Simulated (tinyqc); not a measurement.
CCSD on RHF in the sto-3g basis, for H4, spin multiplicity 1, step by step. Computed by tinyqc, a small Python program that keeps every step (integrals from PySCF). Settings: charge = 0, multiplicity = 1, basis = sto-3g, method = RHF, energy threshold = 1e-10, iteration cap = 76, orthogonalisation = symmetric, start = core, DIIS depth = 6, amplitude equations = CCSD, DIIS depth for amplitudes = 4, cap on updates = 84. Command: `OMP_NUM_THREADS=1 python tinyqc.py 20896 20897 out.jsonl` (the two numbers bound the seeds that draw the settings). One thread of a shared host (Intel(R) Xeon(R) Processor @ 2.60GHz), about 0.2 s of CPU time with the checks. The early iterations of the SCF are left out here.

## One-electron integrals

Geometry (angstrom):
```
atom         x         y         z
H     0.000000  0.000000  0.000000
H     0.000000  0.000000  0.728000
H     0.000000  1.616000  0.000000
H     0.000000  1.616000  0.728000
```

Basis sto-3g: exponents (1/bohr^2) and contraction coefficients of normalised primitives:
```
element  l (shell)  exponent  coefficient
H            s (1)  3.425251     0.154329
H            s (1)  0.623914     0.535328
H            s (1)  0.168855     0.444635
```

Overlap, kinetic and nuclear-attraction integrals over the contracted functions; the nuclear repulsion is the sum of Za Zb / Rab.

nuclear repulsion = 2.70583289 hartree

overlap S, order 1H 1s, 2H 1s, 3H 1s, 4H 1s:
```
[[1.000000, 0.667730, 0.216901, 0.171255],
 [0.667730, 1.000000, 0.171255, 0.216901],
 [0.216901, 0.171255, 1.000000, 0.667730],
 [0.171255, 0.216901, 0.667730, 1.000000]]
```

kinetic energy T (hartree), order 1H 1s, 2H 1s, 3H 1s, 4H 1s:
```
[[0.760032, 0.244182, 0.001497, -0.005328],
 [0.244182, 0.760032, -0.005328, 0.001497],
 [0.001497, -0.005328, 0.760032, 0.244182],
 [-0.005328, 0.001497, 0.244182, 0.760032]]
```

nuclear attraction V (hartree), order 1H 1s, 2H 1s, 3H 1s, 4H 1s:
```
[[-2.513725, -1.641514, -0.474458, -0.384281],
 [-1.641514, -2.513725, -0.384281, -0.474458],
 [-0.474458, -0.384281, -2.513725, -1.641514],
 [-0.384281, -0.474458, -1.641514, -2.513725]]
```

core Hamiltonian H = T + V (hartree), order 1H 1s, 2H 1s, 3H 1s, 4H 1s:
```
[[-1.753693, -1.397332, -0.472961, -0.389609],
 [-1.397332, -1.753693, -0.389609, -0.472961],
 [-0.472961, -0.389609, -1.753693, -1.397332],
 [-0.389609, -0.472961, -1.397332, -1.753693]]
```

## Two-electron integrals

Functions are numbered as in S; the eight-fold symmetry (ij|kl) = (ji|kl) = (kl|ij) leaves the list below.

Two-electron integrals (ij|kl) in chemists' order, unique and non-zero (hartree):
```
(11|11) 0.774606   (21|11) 0.451454   (21|21) 0.305615   (22|11) 0.574517
(22|21) 0.451454   (22|22) 0.774606   (31|11) 0.112572   (31|21) 0.069788
(31|22) 0.094421   (31|31) 0.026045   (32|11) 0.081701   (32|21) 0.056505
(32|22) 0.085182   (32|31) 0.019370   (32|32) 0.015739   (33|11) 0.323091
(33|21) 0.209607   (33|22) 0.296256   (33|31) 0.112572   (33|32) 0.085182
(33|33) 0.774606   (41|11) 0.085182   (41|21) 0.056505   (41|22) 0.081701
(41|31) 0.019370   (41|32) 0.015585   (41|33) 0.081701   (41|41) 0.015739
(42|11) 0.094421   (42|21) 0.069788   (42|22) 0.112572   (42|31) 0.022063
(42|32) 0.019370   (42|33) 0.094421   (42|41) 0.019370   (42|42) 0.026045
(43|11) 0.209607   (43|21) 0.142095   (43|22) 0.209607   (43|31) 0.069788
(43|32) 0.056505   (43|33) 0.451454   (43|41) 0.056505   (43|42) 0.069788
(43|43) 0.305615   (44|11) 0.296256   (44|21) 0.209607   (44|22) 0.323091
(44|31) 0.094421   (44|32) 0.081701   (44|33) 0.574517   (44|41) 0.085182
(44|42) 0.112572   (44|43) 0.451454   (44|44) 0.774606
```

## Orthogonalisation

S = U s U^T; symmetric (Loewdin) form X = U s^(-1/2) U^T, so that X^T S X = 1.

eigenvalues of S: [0.286624, 0.377916, 1.279574, 2.055886]

X, order 1H 1s, 2H 1s, 3H 1s, 4H 1s:
```
[[1.269000, -0.478270, -0.106945, 0.013644],
 [-0.478270, 1.269000, 0.013644, -0.106945],
 [-0.106945, 0.013644, 1.269000, -0.478270],
 [0.013644, -0.106945, -0.478270, 1.269000]]
```

## Iteration 2 (converged): orbitals

converged F (hartree), order 1H 1s, 2H 1s, 3H 1s, 4H 1s:
```
[[-0.384247, -0.610820, -0.191218, -0.180416],
 [-0.610820, -0.384247, -0.180416, -0.191218],
 [-0.191218, -0.180416, -0.384247, -0.610820],
 [-0.180416, -0.191218, -0.610820, -0.384247]]
```

Diagonalise F' = X^T F X, C = X C', fill 2 alpha and 2 beta electrons from the bottom; D = 2 C_occ C_occ^T. Each column has its largest component positive (the first on a tie).

F' = X^T F X (hartree):
```
[[0.061784, -0.637780, -0.108697, 0.019919],
 [-0.637780, 0.061784, 0.019919, -0.108697],
 [-0.108697, 0.019919, 0.061784, -0.637780],
 [0.019919, -0.108697, -0.637780, 0.061784]]
```

orbital energies (hartree): [-0.664774, -0.487218, 0.570948, 0.828179]

coefficients C, order 1H 1s, 2H 1s, 3H 1s, 4H 1s:
```
[[0.348715, 0.442015, 0.813340, 0.933929],
 [0.348715, 0.442015, -0.813340, -0.933929],
 [0.348715, -0.442015, 0.813340, -0.933929],
 [0.348715, -0.442015, -0.813340, 0.933929]]
```

D after iteration 2, order 1H 1s, 2H 1s, 3H 1s, 4H 1s:
```
[[0.633959, 0.633959, -0.147551, -0.147551],
 [0.633959, 0.633959, -0.147551, -0.147551],
 [-0.147551, -0.147551, 0.633959, 0.633959],
 [-0.147551, -0.147551, 0.633959, 0.633959]]
```

## Convergence

Stop when the energy changes by less than 1e-10 hartree and every element of the error matrix X^T (F D S - S D F) X is below 3e-06.

Course of the cycle:
```
iteration  E (hartree)    change  largest element of the error matrix
1          -2.18685569         -                             1.75e-15
2          -2.18685569  0.000000                             5.87e-16
```

PySCF RHF in the same basis = -2.18685569 hartree

Converged in 2 iterations.

## Integrals over molecular orbitals

(pq|rs) = sum C_ip C_jq C_kr C_ls (ij|kl), one index at a time.

one-electron integrals over orbitals h = C^T H C (hartree):
```
[[-1.952246, 0.000000, 0.000000, 0.000000],
 [0.000000, -1.788450, 0.000000, 0.000000],
 [0.000000, 0.000000, -1.163521, 0.000000],
 [0.000000, 0.000000, 0.000000, -0.952500]]
```

Two-electron integrals over orbitals (pq|rs), unique and non-zero (hartree):
```
(11|11) 0.492575   (21|21) 0.192367   (22|11) 0.493632   (22|22) 0.506335
(31|31) 0.098942   (32|32) 0.082530   (33|11) 0.477042   (33|22) 0.480929
(33|33) 0.486136   (41|32) 0.080996   (41|41) 0.079543   (42|31) 0.102546
(42|42) 0.110619   (43|21) 0.188613   (43|43) 0.206394   (44|11) 0.487347
(44|22) 0.498073   (44|33) 0.497937   (44|44) 0.515411
```

## CCSD: starting amplitudes

t_ij^ab = <ij||ab> / (e_i + e_j - e_a - e_b), whose energy is MP2.

Starting amplitudes (spin orbitals 1a, 1b, ...; amplitudes related by a flip of all spins are not repeated):
```
from      to          t
2a 2b  4a 4b  -0.042048
1a 2b  3a 4b  -0.040197
1a 1b  3a 3b  -0.040034
2a 2b  3a 3b  -0.038997
1a 2b  3b 4a   0.031749
1a 1b  4a 4b  -0.026640
1a 2a  3a 4a  -0.008447
```

correlation energy = -0.02770107 hartree

## CCSD: amplitude update 1

t_i^a D_i^a and t_ij^ab D_ij^ab are set to the remaining terms of the spin-orbital equations, evaluated with the old amplitudes; for the doubles these are <ij||ab> + 1/2 <ab||ef> t_ij^ef + 1/2 <mn||ij> t_mn^ab + P(ij)P(ab) <mb||ej> t_im^ae + terms in t^2 + terms with t1, D the orbital-energy denominators.

Amplitudes after update 1 (spin orbitals 1a, 1b, ...; amplitudes related by a flip of all spins are not repeated):
```
from      to          t
2a 2b  3a 3b  -0.056109
2a 2b  4a 4b  -0.055301
1a 2b  3a 4b  -0.053639
1a 1b  3a 3b  -0.053363
1a 2b  3b 4a   0.044496
1a 1b  4a 4b  -0.035871
1a 2a  3a 4a  -0.009142
```

correlation energy = -0.03748428 hartree

## CCSD: amplitude update 2

As before.

Amplitudes after update 2 (spin orbitals 1a, 1b, ...; amplitudes related by a flip of all spins are not repeated):
```
from      to          t
2a 2b  3a 3b  -0.063231
2a 2b  4a 4b  -0.059536
1a 2b  3a 4b  -0.058173
1a 1b  3a 3b  -0.057870
1a 2b  3b 4a   0.049295
1a 1b  4a 4b  -0.039090
1a 2a  3a 4a  -0.008878
```

correlation energy = -0.04093847 hartree

## CCSD: convergence

E_corr = 1/4 sum <ij||ab> t_ij^ab + 1/2 sum <ij||ab> t_i^a t_j^b; stop when the norm of the change is below 1e-8.

Course of the amplitude iterations:
```
update  correlation energy (hartree)  norm of the change
0                        -0.02770107                   -
1                        -0.03748428            7.53e-02
2                        -0.04093847            2.73e-02
3                        -0.04286888            9.99e-03
4                        -0.04285802            4.23e-04
5                        -0.04286034            1.01e-04
6                        -0.04285935            8.97e-06
7                        -0.04285932            1.61e-06
8                        -0.04285937            3.78e-07
9                        -0.04285937            2.77e-08
10                       -0.04285937            3.79e-09
```

Converged amplitudes (spin orbitals 1a, 1b, ...; amplitudes related by a flip of all spins are not repeated):
```
from      to          t
2a 2b  3a 3b  -0.068047
2a 2b  4a 4b  -0.061474
1a 2b  3a 4b  -0.060660
1a 1b  3a 3b  -0.060106
1a 2b  3b 4a   0.052048
1a 1b  4a 4b  -0.040891
1a 2a  3a 4a  -0.008612
```

CCSD total energy = -2.22971506 hartree

T1 diagnostic, norm of the one-spin t1 over sqrt(correlated electrons) = 0.000000

Converged in 10 updates, with DIIS from the third.
